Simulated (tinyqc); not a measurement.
Avalanche multiplication and breakdown of a junction from ionisation integrals: one step, computed by the program tinyqc. Command: `OMP_NUM_THREADS=1 python tinyqc.py 3031126 3031127 out.jsonl impact walk`. One thread of a shared host (Intel(R) Xeon(R) Processor @ 2.30GHz), about 0.01 s of CPU time with the checks.

Ionisation coefficients follow the local field. Position x runs through the depletion layer from the p side (x = 0), where electrons enter, to the n side (x = w), where holes enter. The built-in voltage is neglected.

Task: On-resistance of the drift layer. R_on = w/(e mu N) with w the width at breakdown; figure of merit V_B^2/R_on; for a triangular field it equals eps eps_0 mu F_m^3/4.

Inputs (values chosen for the exercise, modelled on silicon): permittivity eps = 11.7; drift-layer mobility mu = 420 cm^2/(V s); doping N of the lightly doped side = 2.4e+14 1/cm^3.

Junction: one-sided abrupt n+p.

width at breakdown = 64.22558 micrometre

breakdown voltage = 765.5493 V

critical field F_m = 0.2383939 MV/cm

Constants: e = 1.602176634e-19 C; eps_0 = 8.8541878128e-12 F/m.

Give: specific on-resistance; V_B^2/R_on; eps eps_0 mu F_m^3/4.

Result:

specific on-resistance = 397.68 milliohm cm^2

V_B^2/R_on = 1.4737 MW/cm^2

eps eps_0 mu F_m^3/4 = 1.4737 MW/cm^2
